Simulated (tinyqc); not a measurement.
## Fully depleted semiconductor-on-insulator film with two gates, non-linear Poisson equation by Newton steps: charge against front-gate voltage

One dimension across the film, front interface at x = 0, back interface at x = ts. psi is counted from the intrinsic level, n = ni exp(psi/Vt) (source grounded), holes neglected, acceptors ionised. Gates act through Cox = eps0 eox/tox and Cbox = 3.9 eps0/tb with potentials G1 = Vg - (phiM - chi - Vt ln(Nc/ni)) and G2 = Vb - (phiB - chi - Vt ln(Nc/ni)). Classical Boltzmann densities, no interface charge, no depletion in the back plane.

ni = sqrt(Nc Nv) exp(-Eg/(2 Vt)), Eg in volts. The Poisson equation eps0 eps_r d2psi/dx2 = q (n + Na), with -eps0 eps_r dpsi/dx = Cox (G1 - psi) at x = 0 and eps0 eps_r dpsi/dx = Cbox (G2 - psi) at x = ts, is solved on 300 equal intervals with half boxes at both ends; N_inv is the trapezoid sum of n. Swing = ln 10/(d ln N_inv/dVg); the last column is (dN_inv/dVb)/(dN_inv/dVg).

Parameters, values chosen for the exercise; band and dielectric values close to those of silicon:

| symbol | value | unit | meaning |
|---|---|---|---|
| T | 300 | K | temperature |
| Eg | 1.12 | eV | band gap |
| eps_r | 11.5 |  | relative permittivity |
| Nc | 2.81e19 | cm^-3 | conduction-band density of states at T |
| Nv | 2.69e19 | cm^-3 | valence-band density of states at T |
| chi | 3.97 | eV | electron affinity |
| eox | 25.6 |  | relative permittivity of the gate insulator (close to zirconium oxide) |
| tox | 10 | nm | insulator thickness |
| ts | 14 | nm | film thickness |
| tb | 13 | nm | buried-oxide thickness (eps_r 3.9) |
| Na | 1e15 | cm^-3 | acceptor density of the film |
| phiM | 4.44 | eV | work function of the front gate |
| phiB | 4.02 | eV | work function of the back plane |
| Vb | 0 | V | back-gate voltage |

Constants: q = 1.602176634e-19 C, kB = 1.380649e-23 J/K, Vt = kB T/q, eps0 = 8.8541878128e-14 F/cm where lengths are in cm. Results are converted to the units shown.

Results:
columns A: Vg (V); B: psi front (V); C: psi back (V); D: N_inv (cm^-2); E: centroid/ts; F: swing (mV/decade); G: q dN_inv/dVg over Cox; H: back/front leverage
```
A          B      C        D       E       F        G      H
-0.1  0.0316  0.160   1.45e6   0.805    82.4  2.86e-6  0.384
0.2    0.307  0.361   7.32e9   0.661    81.4   0.0146  0.319
0.35   0.432  0.434  2.41e11   0.504     144    0.271  0.237
0.5    0.511  0.452  1.22e12   0.302     319    0.619  0.154
0.65   0.554  0.456  2.73e12   0.196     566    0.785  0.128
0.8    0.580  0.457  4.48e12   0.144     851    0.858  0.119
0.95   0.598  0.457  6.35e12   0.114  1.15e3    0.896  0.114
1.1    0.612  0.458  8.28e12  0.0950  1.47e3    0.918  0.112
```

Estimate the missing row, Vg = 0.05 V.

Computed row:
columns A: Vg (V); B: psi front (V); C: psi back (V); D: N_inv (cm^-2); E: centroid/ts; F: swing (mV/decade); G: q dN_inv/dVg over Cox; H: back/front leverage
```
A         B      C       D      E     F        G      H
0.05  0.170  0.261  9.97e7  0.747  80.8  2.01e-4  0.357
```

With this row back in the table: N_inv passes 1e11 cm^-2 at Vg = 0.302 V. The swing starts at 82.4 mV a decade, against (1 + k) Vt ln 10 = 64.6 for a front channel with k = Cs Cbox/(Cox (Cs + Cbox)) = 0.0858, Cs = eps0 eps_r/ts; above threshold this column is no longer a subthreshold swing. The centroid falls from 0.805 to 0.0950 of ts and the leverage of the back gate falls from 0.384 to 0.112. For Vg = 0.65, 0.8, 0.95, 1.1 the density at an interface exceeds 0.3 Nc, where Boltzmann statistics fail. For Vg = -0.1, 0.65, 0.8, 0.95, 1.1 the classical centroid lies within 3 nm of an interface, where confinement, left out, would push it away.

Computed by the program tinyqc: `OMP_NUM_THREADS=1 python tinyqc.py 2190151 2190152 out.jsonl`, one thread of a shared Intel Xeon 2.30GHz, about 0.5 s for the whole run.
